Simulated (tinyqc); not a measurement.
Gate sheet resistance from two finger widths.

Problem. At low frequency R = Rsh Wf/(3 L) + B/Wf, where B collects the channel and vertical terms. Find Rsh, B and the width of lowest R.

Values chosen for this exercise:

| symbol | value | unit | meaning |
|---|---|---|---|
| L | 0.29 | um | channel length |

input resistance of single fingers, contacted at one end, of width 1.8 and 7.8 um (ohm): [63.655172, 70.710875]

Solution. R Wf is a straight line in Wf^2; the minimum of R lies where both terms are equal.

Rsh = 6.60 ohm/square
B = 90.0 ohm um
width of lowest R = 3.44 um

tinyqc, about 0.01 s, one thread, Intel Xeon 2.30GHz (shared host): `OMP_NUM_THREADS=1 python tinyqc.py 2262166 2262167 out.jsonl`
